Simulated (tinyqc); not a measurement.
Inside a calculation. Method: one-electron ion in a basis of Gaussians. Computed by tinyqc, a small Python program that keeps every step. Settings: Z = 6, l = 0. Command: `OMP_NUM_THREADS=1 python tinyqc.py 26063 26064 out.jsonl` (the two numbers bound the seeds that draw the settings). One thread of a shared host (Intel(R) Xeon(R) Processor @ 2.60GHz), about 0.01 s of CPU time with the checks.

## Matrices over normalised Gaussians

exponents of r^l exp(-a r^2) (1/bohr^2): [4.4160, 16.7200]

Z = 6

l = 0

With p = a_i + a_j and I(k) = Gamma((k+1)/2) / (2 p^((k+1)/2)): S = I(2l+2), T = (2l+3) a_i a_j S / p, V = -Z I(2l+1), each divided by sqrt(S_ii S_jj).

S:
```
[[1.0000, 0.7332],
 [0.7332, 1.0000]]
```

T (hartree):
```
[[6.6240, 7.6838],
 [7.6838, 25.0800]]
```

V (hartree):
```
[[-20.1204, -22.8206],
 [-22.8206, -39.1507]]
```

## Generalised eigenproblem

H = T + V (hartree):
```
[[-13.4964, -15.1369],
 [-15.1369, -14.0707]]
```

Solve H C = S C e through S^(-1/2); each column has its largest component positive (the first on a tie).

eigenvalues of S: [0.2668, 1.7332]

eigenvalues (hartree): [-16.6945, 5.0803]

coefficients:
```
[[0.5105, 1.3791],
 [0.5636, -1.3582]]
```

For Z = 6 and l = 0 the exact lowest level is -Z^2/(2 n^2) with n = l + 1: -18.000000 hartree.
